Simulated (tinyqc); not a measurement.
Inside a calculation. Model: sheet resistance and Hall data of a diffused or implanted layer. Computed by tinyqc, a small Python program that keeps every step. Command: `OMP_NUM_THREADS=1 python tinyqc.py 3025458 3025459 out.jsonl layer walk`. One thread of a shared host (Intel(R) Xeon(R) Processor @ 2.30GHz), about 0.01 s of CPU time with the checks. Intermediate numbers are printed to about 5 digits and carried at full precision; extremes and crossings named in words are read from the listed rows.

Carriers are taken equal to the net active doping down to the junction (full ionisation, which deep dopants in wide-gap hosts do not reach; no spill-over, no depletion), and the Hall factor is 1.

Inputs (values chosen for the exercise, modelled on arsenic in silicon):

| quantity | value | unit |
|---|---|---|
| mu_min | 54.5 | cm^2/(V s) |
| mu_max | 1460 | cm^2/(V s) |
| N_ref | 9.1e+16 | 1/cm^3 |
| exponent alpha | 0.66 | - |
| peak concentration N_0 | 3.3e+20 | 1/cm^3 |
| length scale l | 55 | nm |
| background doping N_B (opposite type) | 1.4e+14 | 1/cm^3 |
| probe current I | 1 | mA |
| magnetic field B | 0.3 | T |
| projected range R_p | 58 | nm |
| solubility limit N_s | 1.8e+20 | 1/cm^3 |

Profile: buried Gaussian (implant). Activation: limited by solubility.

Constants: e = 1.602176634e-19 C.

## Dose and junction depth

N(x) = N_0 exp(-(x - R_p)^2/(2 l^2)) for x > 0, dose N_0 l sqrt(pi/2) erfc(-R_p/(l sqrt 2)), junction x_j = R_p + l sqrt(2 ln(N_0/N_B)); the layer starts at x_0 = max(0, 2 R_p - x_j).

dose = 3.8861e+15 1/cm^2

junction depth x_j = 355.95 nm

## Profile

Mobility mu = mu_min + (mu_max - mu_min)/(1 + (N_t/N_ref)^alpha), N_t = active doping + N_B; carriers n = active doping - N_B, active doping min(N, N_s). sigma = e n mu.

Depth, doping, carriers, mobility and conductivity at 2, 10, 20, 35, 50, 65, 80, 90 and 98 % of the layer:

| x (nm) | N (1/cm^3) | n (1/cm^3) | mu (cm^2/(V s)) | sigma (S/cm) |
|---|---|---|---|---|
| 7.12 | 2.1512e+20 | 1.8000e+20 | 63.8 | 1.8405e+03 |
| 35.59 | 3.0372e+20 | 1.8000e+20 | 63.8 | 1.8405e+03 |
| 71.19 | 3.2065e+20 | 1.8000e+20 | 63.8 | 1.8405e+03 |
| 124.58 | 1.5860e+20 | 1.5860e+20 | 64.6 | 1.6422e+03 |
| 177.97 | 3.0570e+19 | 3.0570e+19 | 84.1 | 4.1189e+02 |
| 231.36 | 2.2963e+18 | 2.2961e+18 | 203.7 | 7.4937e+01 |
| 284.76 | 6.7218e+16 | 6.7078e+16 | 826.8 | 8.8855e+00 |
| 320.35 | 3.7823e+15 | 3.6423e+15 | 1303.2 | 7.6052e-01 |
| 348.83 | 2.7990e+14 | 1.3990e+14 | 1420.7 | 3.1846e-02 |

The mobility varies by a factor 22.3 across these points and the conductivity by 57800.

## Sheet values

Integrals from x_0 (0 unless stated) to x_j by the midpoint rule on 400 even intervals: 1/R_s = e int n mu dx; sheet density n_s = int n dx; Hall sheet density (int n mu dx)^2/int n mu^2 dx; Hall mobility int n mu^2 dx/int n mu dx. Mean conductivity 1/(R_s x_j); mean mobility 1/(e n_s R_s).

sheet resistance R_s = 34.350 ohm

sheet density n_s = 2.7502e+15 1/cm^2

mean mobility = 66.069 cm^2/(V s)

Hall sheet density = 2.6387e+15 1/cm^2

Hall mobility = 68.859 cm^2/(V s)

mean conductivity 1/(R_s x_j) = 817.88 S/cm

Carriers amount to 70.8 % of the dose, the rest being above the solubility limit or compensated. A Hall measurement weights the mobile tail and reports 95.9 % of n_s.

## What the probes read

Collinear four-point probe on a large thin layer: V = I R_s ln(2)/pi. Van der Pauw on a symmetric sample: R = R_s ln(2)/pi as well. Hall voltage V_H = I B/(e x Hall sheet density); tangent of the Hall angle V_H/(I R_s).

four-point voltage = 7.5789 mV

Hall voltage = 0.070960 mV

tangent of the Hall angle = 0.0020658

## Shortcuts against the integral

Shortcuts: R_s = 1/(e Q mu) with the dose Q and the mobility at the (active) peak concentration; 1/(e n_s mu) with mu at N_t = n_s/x_j + N_B; 1/(e Q mu_max).

Sheet resistances:

| method | R_s (ohm) | deviation (%) |
|---|---|---|
| integral | 34.350 | 0.000 |
| dose, mobility at the peak | 25.166 | -26.737 |
| n_s, mobility at the mean concentration | 32.097 | -6.560 |
| dose, mu_max | 1.100 | -96.797 |

The closest shortcut is «n_s, mobility at the mean concentration» (-6.6 %). Counting inactive dopants as carriers underestimates R_s.

## Stripping the layer step by step

After removing a depth d the integrals start at d. Differences between neighbouring rows give the local conductivity -d(1/R_s)/dx at the middle of the slice (the last slice uses one more step, not listed).

Differential sheet resistance:

| removed d (nm) | R_s (ohm) | slice conductivity (S/cm) | sigma at mid-slice (S/cm) |
|---|---|---|---|
| 0 | 3.4350e+01 | 1840.5 | 1840.5 |
| 36 | 4.4472e+01 | 1840.5 | 1840.5 |
| 72 | 6.3051e+01 | 1840.6 | 1840.5 |
| 108 | 1.0829e+02 | 1556.0 | 1596.3 |
| 144 | 2.7527e+02 | 682.7 | 660.6 |
| 180 | 8.5111e+02 | 231.2 | 219.4 |
| 216 | 2.9191e+03 | 72.5 | 68.8 |
| 252 | 1.2262e+04 | 19.6 | 18.3 |

R_s doubles after removing between 72.0 and 108 nm of a layer 356 nm deep, so half the current flows above that depth. Where sigma exceeds a tenth of its largest listed value, the slice values agree with it within 6 %.

Checks made by the program: conductance integral against adaptive quadrature (relative difference 1e-06).
